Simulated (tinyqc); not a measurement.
# Berg model of reactive sputtering of a nitride or oxide: poisoning, hysteresis and pumping speed, step by step

A worked calculation. Computed by tinyqc, a small Python program that keeps every step. Command: `OMP_NUM_THREADS=1 python tinyqc.py 3006581 3006582 out.jsonl berg walk`. One thread of a shared host (Intel(R) Xeon(R) Processor @ 2.30GHz), about 0.08 s of CPU time with the checks. Intermediate numbers are printed to about 6 digits and carried at full precision; extremes and crossings named in words are read from the listed rows.

A diatomic gas reacts with bare metal on the target and on the collecting surfaces; ions remove metal and compound from the target. theta_t and theta_c are the compound fractions.

Inputs (values chosen for the exercise, close to those used for aluminium nitride):
```
quantity                          value     unit
ion current density J               5.8  mA/cm^2
target area A_t                     220     cm^2
collecting area A_c                5900     cm^2
metal yield Y_m                    0.83        -
compound yield Y_c                 0.12        -
sticking coefficient alpha         0.15        -
reactive atoms per metal atom z       1        -
gas mass M                           28        u
pumping speed S                      56      l/s
gas temperature T                   300        K
reactive partial pressure P      0.0022       Pa
```

Constants: e = 1.602176634e-19 C; u = 1.6605390666e-27 kg; k_B = 1.380649e-23 J/K.

## Steady state at the pressure P

Ion flux j = J/e; gas flux F = P/sqrt(2 pi M k_B T). Target: (2/z) alpha F (1 - theta_t) = j Y_c theta_t. Sputtered flows F_c = j Y_c theta_t A_t, F_m = j Y_m (1 - theta_t) A_t. Collector: (2/z) alpha F (1 - theta_c) A_c + F_c (1 - theta_c) = F_m theta_c. Gas use Q = alpha F [(1 - theta_t) A_t + (1 - theta_c) A_c] + P S/(k_B T); 1 sccm = 4.4780e17 molecules/s. Rate R = F_m + F_c, given relative to j Y_m A_t.

ion flux j = 3.62008e+16 1/(cm^2 s)

gas flux F = 6.32451e+15 1/(cm^2 s)

theta_t = 0.303993

theta_c = 0.713983

gas use (sccm): target 0.32439, collector 3.57502, pump 0.06642

total flow Q = 3.96584 sccm

rate relative to clean metal = 0.739958

The target is partly covered. The film is 71.4 % compound.

## Critical pumping speed

P is a single-valued function of the flow Q only if dQ/dP > 0 everywhere: S must exceed k_B T times the steepest fall of the surface terms with P.

pressure of the steepest fall = 0.00568275 Pa

critical pumping speed = 291.339 l/s

S is 0.19 times the critical value: the flow curve is S-shaped and flow control shows hysteresis.

## The hysteresis loop

Turning points solve dQ/dP = 0; a jump keeps Q fixed; the width of the loop is the difference of the two turning flows.

Corners of the loop:
```
point                           P (Pa)  Q (sccm)   theta_t   theta_c  relative rate
edge of the metallic branch  0.0031151   4.06268  0.382121  0.798803       0.673126
landing, poisoned            0.0879220   4.06268  0.945815  0.999202       0.190930
edge of the poisoned branch  0.0267354   2.85954  0.841466  0.992400       0.280192
landing, metallic            0.0008391   2.85954  0.142791  0.437426       0.877853
```

width of the loop = 1.20314 sccm

Raising the flow past 4.06 sccm drops the rate from 0.673 to 0.191; the metallic mode returns only below 2.86 sccm. The best film reachable on the metallic branch is 80 % compound, so the region between needs pressure feedback. The pressure P of the inputs lies on the metallic branch.

## Flow curve at three pumping speeds

The formulas are those given above.

Pressure as the free variable:
```
P (Pa)    theta_t   theta_c  relative rate  Q at S_c/4 (sccm)  Q at S_c (sccm)  Q at 2 S_c (sccm)
0.00028  0.052661  0.190646       0.954953            1.35473          1.38771             1.4317
0.00057  0.101658  0.335451       0.913039            2.28298          2.35013             2.4397
0.00110  0.179240  0.515323       0.846674            3.26353          3.39311             3.5659
0.00200  0.284211  0.688301       0.756879            3.92366          4.15927             4.4734
0.00340  0.402986  0.817566       0.655277            4.08765          4.48820             5.0223
0.00570  0.530874  0.904911       0.545879            3.86975          4.54125             5.4366
0.00910  0.643700  0.952202       0.449365            3.51550          4.58754             6.0169
0.01400  0.735409  0.976265       0.370915            3.22244          4.87174             7.0708
0.02300  0.820344  0.990021       0.298260            3.08262          5.79218             9.4049
0.04500  0.899334  0.997113       0.230690            3.46487          8.76618            15.8346
```

At S_c/4 the flow falls with pressure in 4 of the intervals: as the target poisons, less metal arrives to getter the gas. At 2 S_c it rises throughout. Coverages and rate depend on P alone, not on S. The collector converts before the target (theta_c = 0.82 at theta_t = 0.40), since the metal is spread over a larger area and no ions clean it. The rate tends to Y_c/Y_m = 0.145.

Checks made by the program: gas taken up by surfaces against gas bound in the growing film (relative difference below 1e-10).
